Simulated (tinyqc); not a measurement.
Field dependence: Hall effect and magnetoresistance of several carrier groups with constant relaxation times. Computed by tinyqc, a small Python program. Command: `OMP_NUM_THREADS=1 python tinyqc.py 3001328 3001329 out.jsonl hall2 walk`. One thread of a shared host (Intel(R) Xeon(R) Processor @ 2.30GHz), about 0.01 s of CPU time with the checks.

Group 1 has charge -e and group 2 charge +e; s_i is that sign. B lies along z; mu B is formed with mu in m^2/(V s).

Inputs (values chosen for the exercise, for a model conductor): density n1 = 4.7e+10 1/cm^2; mobility mu1 = 70000 cm^2/(V s); density n2 = 1.6e+12 1/cm^2; mobility mu2 = 1700 cm^2/(V s).

Carriers: electrons and holes. Densities: per area (a thin layer).

Constants: e = 1.602176634e-19 C.

Method:
- Weak field: R_H(0) = sum s_i n_i mu_i^2/(e (sum n_i mu_i)^2); MR = c B^2 with c = n1 n2 mu1 mu2 (s1 mu1 - s2 mu2)^2/(n1 mu1 + n2 mu2)^2. Strong field: R_H = 1/(e sum s_i n_i); rho_xx saturates at (n1/mu1 + n2/mu2)/(e (sum s_i n_i)^2).
- sigma_xx = sum n_i e mu_i/(1 + mu_i^2 B^2); sigma_xy = sum s_i n_i e mu_i^2 B/(1 + mu_i^2 B^2).
- rho_xx = sigma_xx/(sigma_xx^2 + sigma_xy^2); Hall coefficient R_H = sigma_xy/(B (sigma_xx^2 + sigma_xy^2)), with B in V s/cm^2 (1 T = 1e-4 V s/cm^2); magnetoresistance MR = rho_xx(B)/rho_xx(0) - 1.

saturation MR = 134.700 %

Against the field:
```
B (T)    mu1 B  rho_xx (ohm)  R_H (cm^2/C)      MR (%)
0.0071  0.0497        1039.2   -3.8976e+07  6.4175e-02
0.021    0.147        1044.3   -3.8818e+07  5.5935e-01
0.057    0.399        1080.2   -3.7714e+07  4.0148e+00
0.14      0.98        1257.2   -3.2271e+07  2.1061e+01
0.36      2.52        1808.8   -1.5310e+07  7.4172e+01
0.86      6.02        2262.4   -1.3624e+06  1.1785e+02
2.1       14.7        2404.6    3.0116e+06  1.3154e+02
5.7       39.9        2432.9    3.8794e+06  1.3426e+02
17         119        2436.9    4.0033e+06  1.3465e+02
```

What does the comparison show, and why?

R_H changes sign between 0.860 and 2.10 T. MR starts as B^2.00 and ends as B^0.00; it saturates at 135 %. One group alone would show no magnetoresistance in this model. The rows with mu1 B well above 1 show the semiclassical limit; Landau quantisation is left out.

Extremes, crossings and ranges named in words are read from the listed rows.
